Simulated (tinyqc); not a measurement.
## Polarisation charge from two barrier thicknesses

Inverse problem. VT = phiB - dEc - q sigma d/(eps0 eps_r). Find sigma, phiB - dEc and the thickness at which VT = 0.

Inputs (values chosen for the exercise):
- eps_r = 9.4 (relative permittivity of barrier and channel)

Constants: q = 1.602176634e-19 C, eps0 = 8.8541878128e-14 F/cm where lengths are in cm. Results are converted to the units shown.

VT for d = 15 and 21 nm (V): -3.2466308  -4.8730671

Answer. VT is linear in d.

sigma = 1.41e13 cm^-2
phiB - dEc = 0.819 V
thickness for VT = 0 = 3.02 nm

Computed by the program tinyqc: `OMP_NUM_THREADS=1 python tinyqc.py 2570039 2570040 out.jsonl`, one thread of a shared Intel Xeon 2.30GHz, about 0.01 s for the whole run.
